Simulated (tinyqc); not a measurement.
Dopants and charged point defects at anneal temperature: Fermi-level effect, clustering and pairing. Inputs raised by 10 %, one at a time. Computed by tinyqc, a small Python program. Command: `OMP_NUM_THREADS=1 python tinyqc.py 3021469 3021470 out.jsonl pairing sens`. One thread of a shared host (Intel(R) Xeon(R) Processor @ 2.30GHz), about 0.06 s of CPU time with the checks.

Boltzmann statistics and full ionisation of active dopants. Energies are counted from the valence band; the defect (a vacancy or self-interstitial) has five charge states, with all degeneracy factors one.

Inputs (values chosen for the exercise, with bands modelled on germanium):
```
quantity                                         value    unit
gap at 0 K E_g0                                  0.752      eV
Varshni alpha                                 0.000471    eV/K
Varshni beta                                       241       K
electron mass m_e                                0.223     m_0
valleys M_c                                          4       -
hole mass m_h                                    0.337     m_0
anneal temperature T                               880       K
total dopant density N                         8.9e+18   cm^-3
formation enthalpy of the neutral defect H_f      2.83      eV
formation entropy S_f                              7.4     k_B
site density N_s                               4.8e+22   cm^-3
intrinsic dopant diffusivity D_i               5.8e-14  cm^2/s
anneal time t                                        3       s
dopant atoms per cluster k                           3       -
cluster binding energy E_b                        1.23      eV
```

Dopant: donor. Second part: clustering of the dopant.

defect levels as fractions of E_g(T): (2+/+), (+/0), (0/-), (-/2-): 0.16  0.23  0.46  0.83

Constants: m_0 = 9.1093837015e-31 kg; k_B = 1.380649e-23 J/K; h = 6.62607015e-34 J s; k_B = 8.617333262e-05 eV/K.

Method:
- E_g = E_g0 - alpha T^2/(T + beta).
- N_c = 2 M_c (2 pi m_e k_B T/h^2)^(3/2) and N_v = 2 (2 pi m_h k_B T/h^2)^(3/2), masses in units of m_0.
- n_i = sqrt(N_c N_v) exp(-E_g/2 k_B T); E_i = E_g/2 + (k_B T/2) ln(N_v/N_c).
- n = A/2 + sqrt(A^2/4 + n_i^2) for an active density A.
- k ionised dopants and k carriers form one neutral cluster: C = N_s (A/N_s)^k (n/N_b)^k exp(E_b/k_B T), N_b the effective density of states of the majority band, and N = A + k C (60 bisections in ln A between ln N - 90 and ln N).
- chi = n/n_i (for acceptors n_i/p); E_F = E_i + k_B T ln chi; field enhancement h = 1 + A/sqrt(A^2 + 4 n_i^2).
- C_0 = N_s exp(S_f/k_B) exp(-H_f/k_B T). Ratios to the neutral state at E_F = E_i: r_+ = exp((E(+/0) - E_i)/k_B T), r_2+ = r_+ exp((E(2+/+) - E_i)/k_B T), r_- = exp((E_i - E(0/-))/k_B T), r_2- = r_- exp((E_i - E(-/2-))/k_B T); at other E_F state q scales as chi^(-q). The enhancement is sum r_q chi^(-q)/sum r_q. The charge on the defects is left out of neutrality.
- If every charge state of the defect carries the dopant equally well, D = D_i x enhancement x h x (active share A/N, a rough stand-in that overstates the dA/dN which immobile clusters call for), D_i being an input held fixed when T or H_f is moved; diffusion length 2 sqrt(D t).

Runs:
```
input moved                                           from        to  active density A (cm^-3)  enhancement over intrinsic   D/D_i  diffusion length (nm)
base run                                                 -         -                8.8455e+18                      2.7557  5.1971                 19.019
total dopant density N (cm^-3)                     8.9e+18  9.79e+18                9.6979e+18                      3.0201  5.7219                 19.956
cluster binding energy E_b (eV)                       1.23     1.353                8.6562e+18                      2.6988  4.9707                 18.600
formation enthalpy of the neutral defect H_f (eV)     2.83     3.113                8.8455e+18                      2.7557  5.1971                 19.019
gap at 0 K E_g0 (eV)                                 0.752    0.8272                8.8506e+18                      4.5942  8.9460                 24.953
intrinsic dopant diffusivity D_i (cm^2/s)          5.8e-14  6.38e-14                8.8455e+18                      2.7557  5.1971                 19.947
anneal time t (s)                                        3       3.3                8.8455e+18                      2.7557  5.1971                 19.947
```

Exponents ln(y'/y) / ln(x'/x):
```
input                                         active density A  enhancement over intrinsic   D/D_i  diffusion length
total dopant density N                                   0.965                       0.961   1.009             0.505
cluster binding energy E_b                              -0.227                      -0.219  -0.467            -0.234
formation enthalpy of the neutral defect H_f             0.000                       0.000   0.000             0.000
gap at 0 K E_g0                                          0.006                       5.363   5.698             2.849
intrinsic dopant diffusivity D_i                         0.000                       0.000   0.000             0.500
anneal time t                                            0.000                       0.000   0.000             0.500
```

Among the inputs moved here: active density A answers most in size to total dopant density N (exponent +0.965), next to cluster binding energy E_b (-0.227); its exponent is below 0.0005 for formation enthalpy of the neutral defect H_f, intrinsic dopant diffusivity D_i, anneal time t. Its exponent +0.965 in total dopant density N: no clustering. Enhancement over intrinsic answers most in size to gap at 0 K E_g0 (exponent +5.363), next to total dopant density N (+0.961); its exponent is below 0.0005 for formation enthalpy of the neutral defect H_f, intrinsic dopant diffusivity D_i, anneal time t. D/D_i answers most in size to gap at 0 K E_g0 (exponent +5.698), next to total dopant density N (+1.009); its exponent is below 0.0005 for formation enthalpy of the neutral defect H_f, intrinsic dopant diffusivity D_i, anneal time t. Diffusion length answers most in size to gap at 0 K E_g0 (exponent +2.849), next to total dopant density N (+0.505); its exponent is below 0.0005 for formation enthalpy of the neutral defect H_f. Its exponent +0.500 in intrinsic dopant diffusivity D_i: diffusion, sqrt(D t). Its exponent +0.500 in anneal time t: diffusion, sqrt(D t).
